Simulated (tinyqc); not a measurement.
## Octagonal on-chip spiral inductor, lumped pi model: effect of the number of turns

Outer diameter do = di + 2 n wd + 2 (n - 1) sp, mean da = (do + di)/2, fill p = (do - di)/(do + di), length l = 3.314 n da. L = 2.25 mu0 n^2 da/(1 + 3.55 p), mu0 = 4 pi 1e-7 H/m. Rs = rho l/(wd delta (1 - exp(-th/delta))), delta = sqrt(rho/(pi f mu0)). Cs = n wd^2 eps0 eo/hu across the coil. At each end Cox = l wd eps0 eo/(2 ho) leads to the substrate branch Rsi = 2 rs he/(l wd) in parallel with Csi = l wd eps0 11.7/(2 he). With one end grounded Y = 1/(Rs + i w L) + i w Cs + 1/[1/(i w Cox) + 1/(1/Rsi + i w Csi)], w = 2 pi f; Q = -Im Y/Re Y. Eddy currents in neighbouring turns and in the substrate are left out.

Peak Q and its frequency from a search over f; self-resonance where Im Y = 0; Q at the given f (negative beyond resonance).

Inputs (values chosen for the exercise); values of the order met in silicon radio-frequency processes:
- wd = 4 um (line width)
- sp = 3 um (space between turns)
- di = 100 um (inner diameter)
- th = 3 um (metal thickness)
- rho = 3 uohm cm (metal resistivity)
- ho = 3.4 um (oxide below the coil)
- hu = 1.5 um (oxide between coil and underpass)
- eo = 3 (relative permittivity of the oxide)
- rs = 100 ohm cm (substrate resistivity)
- he = 50 um (effective spreading depth in the substrate)
- f = 0.93 GHz (frequency)

Constants: eps0 = 8.8541878128e-12 F/m. Results are converted to the units shown.

Effect of the number of turns:

| n | L (nH) | do (um) | peak Q | f of the peak (GHz) | self-resonance (GHz) | Q at f |
|---|---|---|---|---|---|---|
| 1.5 | 0.5481 | 115.0 | 14.49 | 61.06 | 145.7 | 1.484 |
| 2.5 | 1.396 | 129.0 | 13.55 | 27.28 | 68.92 | 2.128 |
| 3.5 | 2.585 | 143.0 | 12.37 | 15.73 | 41.77 | 2.649 |
| 4.5 | 4.116 | 157.0 | 11.20 | 10.29 | 28.52 | 3.093 |
| 5.5 | 6.005 | 171.0 | 10.12 | 7.250 | 20.89 | 3.483 |
| 6.5 | 8.268 | 185.0 | 9.147 | 5.372 | 16.02 | 3.827 |
| 8.5 | 14.01 | 213.0 | 7.519 | 3.252 | 10.33 | 4.378 |

As n goes from 1.5 to 8.5, L rises from 0.548 to 14.0 nH, the peak Q falls from 14.5 to 7.52, its frequency falls from 61.1 to 3.25 GHz and the self-resonance falls from 146 to 10.3 GHz.

Numbers from tinyqc (`OMP_NUM_THREADS=1 python tinyqc.py 2302188 2302189 out.jsonl`; about 0.01 s on one thread of a shared Intel Xeon 2.30GHz).
